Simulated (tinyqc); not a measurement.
Geometry relaxation of a small cluster: one step, computed by the program tinyqc. Command: `OMP_NUM_THREADS=1 python tinyqc.py 3024594 3024595 out.jsonl relax walk`. One thread of a shared host (Intel(R) Xeon(R) Processor @ 2.30GHz), about 0.02 s of CPU time with the checks.

E = sum_(i<j) phi(r_ij), phi(r) = eps [exp(-2 alpha (r - r0)) - 2 exp(-alpha (r - r0))]; the force on i is -sum_j phi'(r_ij) (R_i - R_j)/r_ij.

Task: The first two steps. Steepest descent: R(new) = R + eta F. No atom moves more than 0.3 angstrom a step (the whole step is scaled). Stop when the largest force component is below 1e-5 eV/angstrom.

Inputs (values chosen for the exercise, for model atoms):

| quantity | value | unit |
|---|---|---|
| length r0 | 2.98 | angstrom |
| well depth eps | 0.36 | eV |
| stiffness alpha | 1.39 | 1/angstrom |
| step factor eta | 0.088 | angstrom^2/eV |

Potential: Morse. Method: steepest descent.

starting positions (angstrom):
```
           x      y      z
atom 1  0.06  -0.22   0.09
atom 2  3.24   0.36   0.02
atom 3  1.49   2.59   0.08
atom 4  1.57   1.08   2.42
atom 5  1.28    0.9  -2.66
```

Give: positions after step 1; energy after step 1; positions after step 2; energy after step 2.

Result:

positions after step 1 (angstrom):
```
             x        y        z
atom 1  0.0958  -0.1937   0.0812
atom 2  3.2223   0.3421   0.0057
atom 3  1.4663   2.6055   0.0352
atom 4  1.5684   1.0559   2.4360
atom 5  1.2872   0.9001  -2.6082
```

energy after step 1 = -3.1450 eV

positions after step 2 (angstrom):
```
             x        y        z
atom 1  0.1256  -0.1719   0.0741
atom 2  3.2031   0.3299  -0.0061
atom 3  1.4482   2.6107   0.0073
atom 4  1.5682   1.0414   2.4379
atom 5  1.2949   0.8999  -2.5632
```

energy after step 2 = -3.2011 eV
